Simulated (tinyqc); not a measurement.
# Double-gate transistor, scale length and short-channel effects: effects of single changes

A body of thickness ts between two insulators of thickness ti and two tied gates. Below threshold the potential that source and drain add obeys Laplace's equation and vanishes on the gate. Its lowest mode decays along the channel as exp(-k y); k is the smallest positive root of the matching condition at the interface, and the scale length is Lambda = pi/k.

Parameters, values chosen for the exercise; permittivities: semiconductor close to that of gallium nitride, insulator close to that of aluminium oxide: temperature T = 300 K; relative permittivity of the semiconductor eps_r = 9.33; relative permittivity of the insulator ei = 8.77; insulator thickness ti = 1.8 nm; body thickness ts = 8.2 nm; channel length L = 27 nm; potential of the source Vbi = 0.91 V; potential of the barrier top at threshold sT = 0.63 V; drain voltage Vds = 0.6 V.

Constants: q = 1.602176634e-19 C, kB = 1.380649e-23 J/K, Vt = kB T/q. Results are converted to the units shown.

Each table varies one quantity; the others keep the values above.

## Effect of the drain voltage

k is the smallest positive root of f(k) = ei cos(k ti) cos(k ts/2) - eps_r sin(k ti) sin(k ts/2). Along the channel psi(y) = s + a exp(y/l) + b exp(-y/l) with psi(0) = Vbi, psi(L) = Vbi + Vds and l = 1/k = Lambda/pi; with A = Vbi - s, B = A + Vds, x = exp(-L/l): a = (B - A x) x/(1 - x^2), b = (A - B x)/(1 - x^2). The minimum is s + 2 sqrt(a b), at y = (l/2) ln(b/a). The long-channel potential follows the gate as s = sT + (Vg - VTL)/m, and the threshold VT is the gate voltage at which the minimum equals sT. Swing = m Vt ln 10/g at threshold, g = d(minimum)/ds = 1 - (b x + a)/((1 + x) sqrt(a b)). DIBL = [VT(0.05 V) - VT(Vds)]/(Vds - 0.05 V). sT and Vbi are held fixed; m = 1.

The same in every row: Lambda (nm) = 11.99; L/Lambda = 2.251.

Result of one run:
```
Vds (V),VT - VTL at Vds (mV),DIBL (mV/V),swing (mV/decade)
0.95,-36.85,20.06,64.20
```

What becomes of these results when the drain voltage Vds is changed from 0.95 to 0.35 V, all else the same?

Result of the changed run:
```
Vds (V),VT - VTL at Vds (mV),DIBL (mV/V),swing (mV/decade)
0.35,-26.08,24.29,63.50
```

The whole series:
```
Vds (V),VT - VTL at Vds (mV),DIBL (mV/V),swing (mV/decade)
0.2,-22.71,26.09,63.33
0.35,-26.08,24.29,63.50
0.5,-29.10,22.91,63.67
0.65,-31.87,21.79,63.85
0.8,-34.44,20.86,64.03
0.95,-36.85,20.06,64.20
1.1,-39.13,19.37,64.37
```

As Vds goes from 0.2 to 1.1 V, Lambda stays at 12.0 nm, DIBL falls from 26.1 to 19.4 mV/V and the swing rises from 63.3 to 64.4 mV a decade.

## A higher permittivity at fixed equivalent oxide thickness

Same model as above.

The equivalent oxide thickness 3.9 ti/ei is held at 0.8 nm, so ti = 0.8 ei/3.9 nm.

A higher permittivity at fixed equivalent oxide thickness:
```
ei,ti (nm),Lambda (nm),L/Lambda,DIBL (mV/V),swing (mV/decade)
3.9,0.8000,11.79,2.291,20.69,63.52
5,1.026,11.82,2.285,20.91,63.56
7.5,1.538,11.92,2.265,21.63,63.70
10,2.051,12.07,2.236,22.69,63.90
15,3.077,12.54,2.153,26.16,64.54
20,4.103,13.26,2.036,32.07,65.63
25,5.128,14.27,1.892,41.37,67.33
35,7.179,17.03,1.585,73.13,72.95
```

What does the table show?

As ei goes from 3.9 to 35, Lambda rises from 11.8 to 17.0 nm, DIBL rises from 20.7 to 73.1 mV/V and the swing rises from 63.5 to 73.0 mV a decade. The ratio ei/ti is the same in every row, yet the insulator grows from 0.800 to 7.18 nm, and drain fields reach the channel sideways through it.

## Effect of the body thickness

Same model as above.

Result of one run:
```
ts (nm),Lambda (nm),L/Lambda,VT - VTL at Vds (mV),DIBL (mV/V),swing (mV/decade)
3.3,7.038,3.836,-2.412,1.702,59.86
```

What becomes of these results when the body thickness ts is changed from 3.3 to 9.9 nm, all else the same?

Result of the changed run:
```
ts (nm),Lambda (nm),L/Lambda,VT - VTL at Vds (mV),DIBL (mV/V),swing (mV/decade)
9.9,13.70,1.970,-49.99,35.98,66.35
```

The whole series:
```
ts (nm),Lambda (nm),L/Lambda,VT - VTL at Vds (mV),DIBL (mV/V),swing (mV/decade)
3.3,7.038,3.836,-2.412,1.702,59.86
4.1,7.854,3.438,-4.531,3.201,60.16
5.1,8.869,3.044,-8.481,6.003,60.71
6.4,10.18,2.652,-15.98,11.35,61.75
7.9,11.69,2.309,-28.10,20.06,63.40
9.9,13.70,1.970,-49.99,35.98,66.35
12,15.81,1.708,-79.79,57.96,70.30
```

As ts goes from 3.3 to 12 nm, Lambda rises from 7.04 to 15.8 nm, DIBL rises from 1.70 to 58.0 mV/V and the swing rises from 59.9 to 70.3 mV a decade. On average Lambda goes as ts^(0.63). At ts = 3.3 nm the semiconductor is under 4 nm thick, where quantum confinement shifts the threshold.

tinyqc, about 0.01 s, one thread, Intel Xeon 2.30GHz (shared host): `OMP_NUM_THREADS=1 python tinyqc.py 2420125 2420126 out.jsonl`
